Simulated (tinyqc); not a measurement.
## Non-linearity against on/off ratio

Worst-case read of an N x N array without selectors, ideal wires, unselected lines floating and all unselected cells in the low state with resistance K Ron: the sneak path is Rsn = K Ron [2/(N - 1) + 1/(N - 1)^2], in parallel with the selected cell Rc. A sense resistor Ron to ground gives Vout = Vr Ron/(Ron + Rc Rsn/(Rc + Rsn)); margin = [Vout(Rc = Ron) - Vout(Rc = ra Ron)]/Vr. Here N = 128; the columns give the margin for ra = 10, 20 and 500.

Result of one run:
```
K    Rsn/Ron  margin, ra = 10 (%)  margin, ra = 20 (%)  margin, ra = 500 (%)
300   4.7430               31.055               34.081                37.220
```

What becomes of these results when the factor by which unselected cells are more resistive K is changed from 300 to 10, all else the same?

Result of the changed run:
```
K   Rsn/Ron  margin, ra = 10 (%)  margin, ra = 20 (%)  margin, ra = 500 (%)
10  0.15810               1.4560               1.5473                1.6361
```

The whole series:
```
K      Rsn/Ron  margin, ra = 10 (%)  margin, ra = 20 (%)  margin, ra = 500 (%)
1     0.015810             0.021434             0.022642              0.023804
3     0.047430              0.17575              0.18594               0.19576
10     0.15810               1.4560               1.5473                1.6361
30     0.47430               6.8279               7.3214                7.8100
100     1.5810               19.733               21.448                23.194
300     4.7430               31.055               34.081                37.220
1000    15.810               37.499               41.360                45.407
3000    47.430               39.721               43.885                48.265
```

At K = 1 the margin is 0.0214 % for ra = 10 and 0.0238 % for ra = 500: an on/off ratio 50.0 times larger gains a factor of only 1.11, because the sneak path (0.016 Ron) shunts the cell. Raising K to 3000 lifts the margin at ra = 20 from 0.0226 to 43.9 %.

Numbers from tinyqc (`OMP_NUM_THREADS=1 python tinyqc.py 2880071 2880072 out.jsonl`; about 0.01 s on one thread of a shared Intel Xeon 2.30GHz).
